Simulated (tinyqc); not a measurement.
Poole-Frenkel parameters from three currents.

Question. Poole-Frenkel conduction in an insulator follows J = s0 F exp[-(pt - sqrt(q F/(pi eps0 ei)))/Vt], Vt = kB T/q, F in V/cm. Find ei, pt and s0.

Constants: q = 1.602176634e-19 C, kB = 1.380649e-23 J/K, eps0 = 8.8541878128e-14 F/cm where lengths are in cm. Results are converted to the units shown.

J at (1.06 MV/cm, 300 K), (4.25 MV/cm, 300 K) and (4.25 MV/cm, 350 K) (A/cm^2): 1.9229400e-6  24.268688  100.58882

Solution. The two fields give the lowering coefficient and so ei; the two temperatures give the lowered barrier, to which the lowering is added back.

ei = 4.10
pt = 1.03 eV
s0 = 0.120 S/cm

Program tinyqc, `OMP_NUM_THREADS=1 python tinyqc.py 2370153 2370154 out.jsonl`; Intel Xeon 2.30GHz, shared host, one thread, about 0.01 s.
